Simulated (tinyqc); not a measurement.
Inside a calculation: finite square well with mass mismatch (envelope functions). Values are carried at full precision from step to step, so a last printed digit may differ when a step is redone from the rounded ones.

A square well of width L and depth V0, mass mw inside and mb outside, energies from the bottom of the well, c = hbar^2/2m0. k = sqrt(mw E/c), kappa = sqrt(mb (V0 - E)/c). psi and psi'/m are continuous at the walls (BenDaniel-Duke), so level n solves k L + 2 atan[(k/mw)/(kappa/mb)] = n pi.

Constants: hbar^2/2m0 = 3.80998211 eV angstrom^2.

Parameters, chosen for this exercise (near those of an InGaAs well in InAlAs; shifted at random, so the results belong to these values and not to a real crystal):
- L = 84 angstrom (well width)
- V0 = 0.533 eV (barrier height)
- mw = 0.0399 m0 (mass in the well)
- mb = 0.073 m0 (mass in the barrier)
- alpha_w = 1.17 1/eV (non-parabolicity in the well)
- alpha_b = 0.23 1/eV (non-parabolicity in the barrier)

## How many levels are bound

At E = V0 the arctangent equals pi/2, so level n is bound if k0 L > (n - 1) pi with k0 = sqrt(mw V0/c). Compare with the infinitely deep well, E1(hard) = c (pi/L)^2/mw.

k0 = 0.07471 1/angstrom
k0 L/pi = 1.9976
number of bound levels = 2
E1(hard) = 0.1336 eV

The count does not depend on mb. One more level binds at L = 84.1 angstrom.

## The lowest level by bisection

f(E) = k L + 2 atan[(k/mw)/(kappa/mb)] - pi rises with E. Twelve halvings of [0, V0]: keep the half in which f changes sign.

Bisection:
```
step  low (eV)  high (eV)  midpoint (eV)        k    kappa        f
1      0.00000    0.53300        0.26650  0.05283  0.07146   3.1644
2      0.00000    0.26650        0.13325  0.03736  0.08752   1.3223
3      0.00000    0.13325        0.06663  0.02641  0.09453   0.0224
4      0.00000    0.06663        0.03331  0.01868  0.09785  -0.9006
5      0.03331    0.06663        0.04997  0.02288  0.09620  -0.3993
6      0.04997    0.06663        0.05830  0.02471  0.09537  -0.1808
7      0.05830    0.06663        0.06246  0.02558  0.09495  -0.0775
8      0.06246    0.06663        0.06454  0.02600  0.09474  -0.0271
9      0.06454    0.06663        0.06558  0.02621  0.09463  -0.0022
10     0.06558    0.06663        0.06610  0.02631  0.09458   0.0101
11     0.06558    0.06610        0.06584  0.02626  0.09461   0.0039
12     0.06558    0.06584        0.06571  0.02623  0.09462   0.0009
```

After twelve halvings the bracket is V0/4096 = 0.130 meV wide.

## Bound levels

Solve the condition for each n (six at most). With A = cos(kL/2) for even and sin(kL/2) for odd levels, the probability in the barriers is Pb = (A^2/kappa)/(A^2/kappa + L/2 +/- sin(kL)/(2k)), + for even.

Levels:
```
n  parity  E (eV)  k (1/angstrom)  kappa (1/angstrom)      Pb
1    even  0.0657         0.02623             0.09463  0.0363
2     odd  0.2646         0.05264             0.07171  0.1493
```

The lowest level lies at 49 % of the infinite-well value and decays into the barrier over 1/kappa = 10.6 angstrom.

## Mass in the plane and density of states

To first order in the in-plane energy, 1/m_par = (1 - Pb)/mw + Pb/mb for each subband. Each adds a step D = m_par/(2 pi c) to the density of states per area (spin included, one valley); 1/angstrom^2 = 1e16/cm^2.

Subbands:
```
n  m_par (m0)  D (1e13/(eV cm^2))
1      0.0406               1.695
2      0.0428               1.788
```

## Levels with energy-dependent masses

Non-parabolic bands: mw is replaced by mw (1 + alpha_w E) and mb by mb (1 - alpha_b (V0 - E)), in k, kappa and the matching condition alike.

Solve the same condition with the energy-dependent masses, and list the shift from the parabolic levels that exist in both.

Levels:
```
n  E (eV)  mass inside  mass outside  shift (meV)
1  0.0653       0.0429        0.0651         -0.4
2  0.2338       0.0508        0.0680        -30.8
3  0.4443       0.0606        0.0715            -
```

Level 1 moves by -0.4 meV and level 2 by -30.8 meV. The heavier mass inside raises k at E = V0, which binds further levels (1 of them among the six at most that are listed).

## Checks

- Lowest level by finite differences (200 cells across the well) against the matching condition, eV: both 0.0657.

Computed by tinyqc, a small Python program: `OMP_NUM_THREADS=1 python tinyqc.py 1282595 1282596 out.jsonl` (the numbers bound the seed that draws the inputs); one thread of a shared host (Intel(R) Xeon(R) Processor @ 2.30GHz), about 0.01 s for the whole set of steps.
